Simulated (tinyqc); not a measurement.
## Gate sheet resistance from two finger widths

Question. At low frequency R = Rsh Wf/(3 L) + B/Wf, where B collects the channel and vertical terms. Find Rsh, B and the width of lowest R.

Inputs (values chosen for the exercise): channel length L = 0.97 um.

input resistance of single fingers, contacted at one end, of width 0.61 and 4.8 um (ohm): 318.18331  92.366838

Solution. R Wf is a straight line in Wf^2; the minimum of R lies where both terms are equal.

Rsh = 32.0 ohm/square
B = 190 ohm um
width of lowest R = 4.16 um

Computed by the program tinyqc: `OMP_NUM_THREADS=1 python tinyqc.py 2262003 2262004 out.jsonl`, one thread of a shared Intel Xeon 2.30GHz, about 0.01 s for the whole run.
